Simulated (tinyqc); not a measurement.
What each parameter does: finite square well with mass mismatch (envelope functions).

A square well of width L and depth V0, mass mw inside and mb outside, energies from the bottom of the well, c = hbar^2/2m0. k = sqrt(mw E/c), kappa = sqrt(mb (V0 - E)/c). psi and psi'/m are continuous at the walls (BenDaniel-Duke), so level n solves k L + 2 atan[(k/mw)/(kappa/mb)] = n pi.

Constants: hbar^2/2m0 = 3.80998211 eV angstrom^2.

Inputs chosen for the exercise (near those of the light valleys of a Si film in HfO2; the results hold for these values, not for the real material):
```
symbol  value  unit      meaning
L       46     angstrom  well width
V0      1.535  eV        barrier height
mw      0.193  m0        mass in the well
mb      0.183  m0        mass in the barrier
```

Parabolic bands. Pb is the probability of level 1 in the barriers, (A^2/kappa)/(A^2/kappa + L/2 + sin(kL)/(2k)) with A = cos(kL/2).

Results for these values:
```
case  E1 (eV)  bound levels      Pb  V0 - E1 (eV)
base   0.0692             5  0.0061        1.4658
```

What happens to each result for mb = 0.2288 m0, all else kept?

Answer: E1 falls from 0.0692 to 0.0672; bound levels does not change at the printed digits; Pb rises from 0.0061 to 0.0064; V0 - E1 rises from 1.4658 to 1.4678.

The same for each parameter in turn:
```
case             E1 (eV)  bound levels      Pb  V0 - E1 (eV)
base              0.0692             5  0.0061        1.4658
L = 51 angstrom   0.0579             5  0.0046        1.4771
V0 = 1.305 eV     0.0677             4  0.0075        1.2373
mw = 0.1737 m0    0.0747             4  0.0072        1.4603
mb = 0.2288 m0    0.0672             5  0.0064        1.4678
```

(tinyqc, `OMP_NUM_THREADS=1 python tinyqc.py 1281399 1281400 out.jsonl`, Intel(R) Xeon(R) Processor @ 2.30GHz, 1 thread, shared host, about 0.01 s.)
